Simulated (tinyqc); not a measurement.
From results back to parameters: heavy doping: gap narrowing, degeneracy and the minority density. Four cases, with inputs chosen for the exercise.

Problem. Narrowing at two dopings was computed from hidden E0 and N0, with N0 below Na.

Empirical narrowing (Slotboom form, constants chosen for the exercise; published fits of this form give the apparent narrowing, here it is taken as the true one): dEg = E0 [ln(N/N0) + sqrt(ln(N/N0)^2 + C)].

Find: N0; E0.

Method. The ratio dEg(Nb)/dEg(Na) depends on N0 alone and rises steadily with it; solve for ln N0 by bisection, then E0 from either value.

Case 1.

Values chosen (out of a larger set: gap and densities of states near those of Si at this temperature; narrowing constants near the fits for Si; not measured data):
- C = 0.5 (smoothing constant)
- Na = 1.5e+18 1/cm^3
- Nb = 4.5e+19 1/cm^3

dEg(Na) = 29.3514 meV
dEg(Nb) = 71.3412 meV

Solution.

N0 = 1.5e+17 1/cm^3
E0 = 6.23 meV

Case 2.

Values chosen (out of a larger set: gap and densities of states near those of Si at this temperature; narrowing constants near the fits for Si; not measured data):
- C = 0.5 (smoothing constant)
- Na = 1.1e+18 1/cm^3
- Nb = 3.3e+19 1/cm^3

dEg(Na) = 36.5597 meV
dEg(Nb) = 88.8615 meV

Solution.

N0 = 1.1e+17 1/cm^3
E0 = 7.76 meV

Case 3.

Values chosen (out of a larger set: gap and densities of states near those of Ge at this temperature; narrowing constants of the size fitted for Si, not for this material; not measured data):
- C = 0.5 (smoothing constant)
- Na = 1.3e+18 1/cm^3
- Nb = 3.9e+19 1/cm^3

dEg(Na) = 41.9306 meV
dEg(Nb) = 101.9159 meV

Solution.

N0 = 1.3e+17 1/cm^3
E0 = 8.90 meV

Case 4.

Values chosen (out of a larger set: gap and densities of states near those of Si at this temperature; narrowing constants near the fits for Si; not measured data):
- C = 0.5 (smoothing constant)
- Na = 1.4e+18 1/cm^3
- Nb = 4.2e+19 1/cm^3

dEg(Na) = 35.1934 meV
dEg(Nb) = 85.5407 meV

Solution.

N0 = 1.4e+17 1/cm^3
E0 = 7.47 meV

Computed by tinyqc, one run a case: `OMP_NUM_THREADS=1 python tinyqc.py N N+1 out.jsonl` with N = 1651142, 1651160, 1651183, 1651194; one thread of a shared Intel(R) Xeon(R) Processor @ 2.30GHz, about 0.01 s a run at most.
